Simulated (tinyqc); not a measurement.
Fully depleted semiconductor-on-insulator film with two gates, non-linear Poisson equation by Newton steps: one step of the calculation.

One dimension across the film, front interface at x = 0, back interface at x = ts. psi is counted from the intrinsic level, n = ni exp(psi/Vt) (source grounded), holes neglected, acceptors ionised. Gates act through Cox = eps0 eox/tox and Cbox = 3.9 eps0/tb with potentials G1 = Vg - (phiM - chi - Vt ln(Nc/ni)) and G2 = Vb - (phiB - chi - Vt ln(Nc/ni)). Classical Boltzmann densities, no interface charge, no depletion in the back plane.

Task. Newton step. Solve a d_(i-1) + b_i d_i + a d_(i+1) = -F_i for all nodes. Each component d is damped to sign(d) Vt ln(1 + |d|/Vt) before it is added.

Inputs (values chosen for the exercise): temperature T = 300 K.

Constants: q = 1.602176634e-19 C, kB = 1.380649e-23 J/K, Vt = kB T/q. Results are converted to the units shown.

a = 6.5923453 uF/cm^2

```
node  diagonal b (F/cm^2)  residual F (C/cm^2)  psi after iteration 2 (V)
0           -8.7925401e-6         1.0862709e-6                 0.25332276
1           -1.3184813e-5        -3.3392884e-9                 0.25236832
2           -1.3184808e-5        -3.3270048e-9                 0.25144250
3           -1.3184804e-5        -3.3146304e-9                 0.25054714
4           -1.3184800e-5        -3.3022251e-9                 0.24968411
5           -1.3184797e-5        -3.2898544e-9                 0.24885527
6           -1.3184794e-5        -3.2775889e-9                 0.24806248
7           -6.6384372e-6        -3.0240884e-8                 0.24730760
```

Wanted: Newton step d, before damping; psi after iteration 3.

Result.

```
node  Newton step d, before damping (V)  psi after iteration 3 (V)
0                                0.4624                     0.3293
1                                0.4520                     0.3278
2                                0.4421                     0.3263
3                                0.4327                     0.3249
4                                0.4238                     0.3235
5                                0.4154                     0.3222
6                                0.4075                     0.3209
7                                0.4001                     0.3197
```

Computed by the program tinyqc: `OMP_NUM_THREADS=1 python tinyqc.py 2190008 2190009 out.jsonl`, one thread of a shared Intel Xeon 2.30GHz, about 0.3 s for the whole run.
